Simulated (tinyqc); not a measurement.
Same peak temperature, different pulse lengths: millisecond and nanosecond annealing: surface heating, thermal budget and solid-phase regrowth. Computed by tinyqc, a small Python program. Command: `OMP_NUM_THREADS=1 python tinyqc.py 3019635 3019636 out.jsonl flash walk`. One thread of a shared host (Intel(R) Xeon(R) Processor @ 2.30GHz), about 0.02 s of CPU time with the checks.

A square pulse heats the surface of a thick wafer with constant thermal properties; losses by radiation are neglected and silicon melts at 1414 C.

Inputs (values chosen for the exercise, modelled on hot silicon with phosphorus): incident fluence = 0.624 J/cm^2; pulse length t_p = 2.8e-07 s; reflectance R = 0.4; thermal conductivity k = 0.27 W/(cm K); heat capacity per volume c = 2.15 J/(cm^3 K); preheat temperature T0 = 200 C; dopant prefactor D0 = 5.31 cm^2/s; dopant activation energy E = 3.67 eV; regrowth prefactor v0 = 3.5e+08 cm/s; regrowth energy E_v = 2.71 eV; amorphous layer = 54 nm.

Source: pulsed laser.

Constants: k_B = 8.617333262e-05 eV/K.

Method:
- Absorbed flux q = (1 - R) fluence/t_p; kappa = k/c. With f(z, t) = (2 q/k) sqrt(kappa t) ierfc(z/(2 sqrt(kappa t))), ierfc(x) = exp(-x^2)/sqrt(pi) - x erfc(x): T = T0 + f(z, t) during the pulse and T0 + f(z, t) - f(z, t - t_p) after it.
- At the surface the rise at the end of the pulse is 2 q sqrt(t_p/(pi k c)); the fluence that just melts the surface scales with (1414 - T0).
- Temperatures in kelvin are T(C) + 273.15.
- Integrate exp(-E/(k_B T(t))) at the surface from 0 to 10 t_p (Gauss-Legendre, 60 points in sqrt(t) up to t_p and 60 in sqrt(t - t_p) after it). (Dt) = D0 x integral with E; regrowth = v0 x integral with E_v; effective time = integral/exp(-E/(k_B T_peak)).
- For each t_p the flux is set so that the peak temperature stays the same: q sqrt(t_p) is fixed.

absorbed flux q = 1.33714e+06 W/cm^2

kappa = 0.125581 cm^2/s

Pulses:
```
t_p (s)   fluence (J/cm^2)  q (W/cm^2)  thermal length (um)  2 sqrt(Dt) (nm)  regrowth (nm)
1.00e-07        3.7291e-01  2.2375e+06           1.1206e+00       3.7882e-03     4.7803e-02
1.00e-06        1.1792e+00  7.0755e+05           3.5437e+00       1.1979e-02     4.7803e-01
1.00e-05        3.7291e+00  2.2375e+05           1.1206e+01       3.7882e-02     4.7803e+00
1.00e-04        1.1792e+01  7.0755e+04           3.5437e+01       1.1979e-01     4.7803e+01
3.00e-04        2.0425e+01  4.0850e+04           6.1379e+01       2.0749e-01     1.4341e+02
1.00e-03        3.7291e+01  2.2375e+04           1.1206e+02       3.7882e-01     4.7803e+02
3.00e-03        6.4590e+01  1.2918e+04           1.9410e+02       6.5613e-01     1.4341e+03
1.00e-02        1.1792e+02  7.0755e+03           3.5437e+02       1.1979e+00     4.7803e+03
```

What does the comparison show, and why?

Fluence and diffusion length grow as sqrt(t_p), regrowth as t_p. The layer of 54 nm regrows from t_p = 0.0003 s on among these rows, at a diffusion length of 0.21 nm. Caution: cold silicon conducts heat several times better than the constant k used here, so the real melting fluence is higher. Caution: amorphous silicon melts some 200 to 250 K below the crystal, which matters for the short pulses that reach the peak before regrowth. Caution: the shortest pulses need a source absorbed within their thermal length, and the longest also heat the back of the wafer, which the thick-wafer formula leaves out.

Extremes, crossings and ranges named in words are read from the listed rows.
